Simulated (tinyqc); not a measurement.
# Front-illuminated p-i-n photodiode, quantum efficiency and bandwidth: efficiency and bandwidth against the diameter

Light enters through a p layer (0 to xp), a depleted layer (xp to xp + wi) and a thick n substrate, decaying as exp(-al x); one pass, no back reflection. Carriers made in the depleted layer are all collected; those in the neutral layers diffuse.

k = al Ln, s = S Ln/Dn, e = exp(-al xp); front layer f1 = (k/(k^2 - 1)) {[s + k - e (s cosh(xp/Ln) + sinh(xp/Ln))]/[s sinh(xp/Ln) + cosh(xp/Ln)] - k e}; depleted layer f2 = e (1 - exp(-al wi)); substrate f3 = e exp(-al wi) al Lp/(1 + al Lp); external efficiency (1 - Rf)(f1 + f2 + f3); responsivity = efficiency q lam/(h c). Drift response for pairs made in the depleted layer, a = al wi, g = 1 - exp(-a), u = 2 pi i f, te = wi/ve, th = wi/vh: electrons He = [g - a (exp(-a) - exp(-u te))/(u te - a)]/(u te g), holes Hh = [g - a (1 - exp(-a - u th))/(a + u th)]/(u th g); C = eps0 eps_r pi (dia/2)^2/wi + Cp; total |He + Hh|/sqrt(1 + (2 pi f RL C)^2), for the current of the depleted layer alone. Limits are the frequencies at which each factor falls to 1/sqrt(2); inverse-square sum (f_transit^-2 + f_RC^-2)^(-1/2); the diffusion currents f1 and f3 are left out of the bandwidth.

Inputs (values chosen for the exercise); values close to those of silicon at this wavelength:
- lam = 850 nm (wavelength)
- al = 513 1/cm (absorption coefficient)
- Rf = 0.05 (reflectance of the front face)
- eps_r = 12.2 (relative permittivity)
- xp = 0.072 um (thickness of the front p layer)
- wi = 7.5 um (thickness of the depleted layer)
- Dn = 5 cm^2/s (electron diffusion coefficient in the p layer)
- Ln = 9.7 um (electron diffusion length in the p layer)
- S = 70000 cm/s (recombination velocity of the front surface)
- Lp = 6.8 um (hole diffusion length in the thick n substrate)
- ve = 9.92e6 cm/s (electron drift velocity)
- vh = 7.23e6 cm/s (hole drift velocity)
- RL = 50 ohm (load resistance)
- Cp = 9 fF (parasitic capacitance)

Constants: q = 1.602176634e-19 C, h = 6.62607015e-34 J s, c = 299792458 m/s, eps0 = 8.8541878128e-14 F/cm where lengths are in cm. Results are converted to the units shown.

The same in every row: f2 = 0.3182; f1 + f3 = 0.1789; responsivity (A/W) = 0.3238; transit limit (GHz) = 6.178.

Efficiency and bandwidth against the diameter:
```
dia (um)  RC limit (GHz)  3 dB bandwidth (GHz)  inverse-square sum (GHz)  bandwidth x (1 - Rf) f2 (GHz)
5                  342.9                 6.176                     6.177                          1.867
10                 314.2                 6.176                     6.177                          1.867
20                 235.4                 6.175                     6.176                          1.867
50                 85.38                 6.155                     6.162                          1.860
100                26.07                 5.946                     6.011                          1.798
200                6.898                 4.400                     4.602                          1.330
500                1.122                 1.097                     1.104                         0.3318
1000              0.2812                0.2808                    0.2809                        0.08487
```

As dia goes from 5 to 1000, the responsivity stays at 0.324 A/W and the bandwidth falls from 6.18 to 0.281 GHz. The RC limit is the lower one for dia = 500, 1000, the transit limit elsewhere. Adding inverse squares of the two limits is within 4.6 % of the full result. In every row the diffusion currents exceed 0.3 of the drift current; their own response times, left out, may then shape the whole response.

tinyqc, about 0.01 s, one thread, Intel Xeon 2.30GHz (shared host): `OMP_NUM_THREADS=1 python tinyqc.py 2250036 2250037 out.jsonl`
